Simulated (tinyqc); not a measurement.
Small-signal admittance of a forward-biased p+-n diode: one step of the calculation.

Holes injected into a neutral base of width wb with an ohmic contact at its end; low injection, p0 far above the equilibrium density. A small voltage v exp(i w t), w = 2 pi f, modulates the edge density by p0 v/Vt, and the small-signal density obeys Dp d2p/dx2 = (1/tau + i w) p.

Problem. Closed-form admittance. L = sqrt(Dp tau); direct current J = (q Dp p0/L) coth(wb/L); k = sqrt(1 + i w tau)/L; diffusion admittance Y = (q Dp p0/Vt) k coth(k wb) = G + i w C_diff; junction capacitance C_j = sqrt(q eps0 eps_r Nd/(2 Vr)) in the depletion approximation, with the remaining barrier Vr = Vt ln(Na/p0), a rough value under forward bias; base-width modulation is left out.

Inputs (values chosen for the exercise); permittivity close to that of 4H silicon carbide:
```
symbol   value    unit                                   meaning
T          300       K                               temperature
eps_r      9.7                             relative permittivity
Nd      1.1e15   cm^-3                 donor density of the base
Dp         2.8  cm^2/s                hole diffusion coefficient
tau       4e-6       s                             hole lifetime
wb         130      um                 width of the neutral base
p0      6.4e11   cm^-3  excess hole density at the junction edge
Na        3e19   cm^-3           acceptor density of the p+ side
f        1.6e5      Hz                          signal frequency
```

Constants: q = 1.602176634e-19 C, kB = 1.380649e-23 J/K, Vt = kB T/q, eps0 = 8.8541878128e-14 F/cm where lengths are in cm. Results are converted to the units shown.

Give: L; J; k wb; Y; C_diff; C_j.

Solution.

L = 33.466 um
J = 8.5863e-5 A/cm^2
k wb = 6.2296+4.8701i
Y = (5.3219+4.1605i) x 1e-3 S/cm^2
C_diff = 0.0041386 uF/cm^2
C_j = 0.012874 uF/cm^2

G is 1.60 times its low-frequency value J/Vt, and C_diff is 0.321 times C_j.

Numbers from tinyqc (`OMP_NUM_THREADS=1 python tinyqc.py 2890185 2890186 out.jsonl`; about 0.01 s on one thread of a shared Intel Xeon 2.30GHz).
